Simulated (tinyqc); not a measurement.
Hydrogen passivation and dissociation of interface defects with a spread of activation energies. Changing the anneal time t. Computed by tinyqc, a small Python program. Command: `OMP_NUM_THREADS=1 python tinyqc.py 3007429 3007430 out.jsonl passivation sweep`. One thread of a shared host (Intel(R) Xeon(R) Processor @ 2.30GHz), about 0.01 s of CPU time with the checks.

All defects start passivated and lose hydrogen by HP -> P + H; no hydrogen is supplied. Activation energies are normally distributed.

Inputs (values chosen for the exercise, for a model interface): defect density N_0 = 1.1e+12 cm^-2; mean dissociation energy E_d = 2.75 eV; spread s_d = 0.097 eV; prefactor k_d0 = 3.6e+12 1/s; anneal temperature T = 700 K.

Ambient: vacuum.

Constants: k_B = 8.617333262e-05 eV/K.

Method. b = k_d0 exp(-E_d/k_B T); the active share of one kind of site is 1 - exp(-b t). Full average: z from -5 to 5 in steps of 0.125 with normalised weights exp(-z^2/2), energy = mean + spread x z.

One run for each value:
```
anneal time t (s)  active share  active share, single energy
1.00e+00             2.0824e-07                   5.7171e-08
6.00e+00             1.2494e-06                   3.4302e-07
3.00e+01             6.2469e-06                   1.7151e-06
2.00e+02             4.1637e-05                   1.1434e-05
1.00e+03             2.0796e-04                   5.7169e-05
6.00e+03             1.2398e-03                   3.4297e-04
3.00e+04             6.0349e-03                   1.7137e-03
2.00e+05             3.5435e-02                   1.1369e-02
1.00e+06             1.3064e-01                   5.5567e-02
```

Over the rows, active share rises from 2.08e-7 to 0.131 (exponent d ln y / d ln x 1.00 between the first rows and 0.81 between the last); active share, single energy rises from 5.72e-8 to 0.0556 (exponent d ln y / d ln x about 1.00 throughout). At the low end the exponent of active share is 1.00, close to 1: early dissociation, linear in time.
